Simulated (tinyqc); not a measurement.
Mass and degeneracy from charge and saturation current.

Problem. At high drain voltage only states moving towards the drain are filled: n = (N0/2) F_0(eta), N0 = gv m kB T/(pi hbar^2), F_0(x) = ln(1 + exp x), and I = q (N0/2) vT F_(1/2)(eta) per width, vT = sqrt(2 kB T/(pi m)), F_(1/2)(x) = (2/sqrt(pi)) int_0^infinity u^(1/2)/(1 + exp(u - x)) du. Find eta and m.

Inputs (values chosen for the exercise):

| symbol | value | unit | meaning |
|---|---|---|---|
| T | 300 | K | temperature |
| gv | 1 |  | valley degeneracy |

Constants: q = 1.602176634e-19 C, kB = 1.380649e-23 J/K, hbar = 1.054571817e-34 J s, m0 = 9.1093837015e-31 kg. Results are converted to the units shown.

n = 6.8237196e11 cm^-2
I = 548.98756 uA/um

Solution. The mass drops out of I^2/(q^2 n) = gv (kB T)^2 F_(1/2)^2/(pi^2 hbar^2 F_0), which rises with eta and so fixes it; n then gives m.

eta = 4.10
m = 0.0307 m0

Numbers from tinyqc (`OMP_NUM_THREADS=1 python tinyqc.py 2400096 2400097 out.jsonl`; about 0.01 s on one thread of a shared Intel Xeon 2.30GHz).
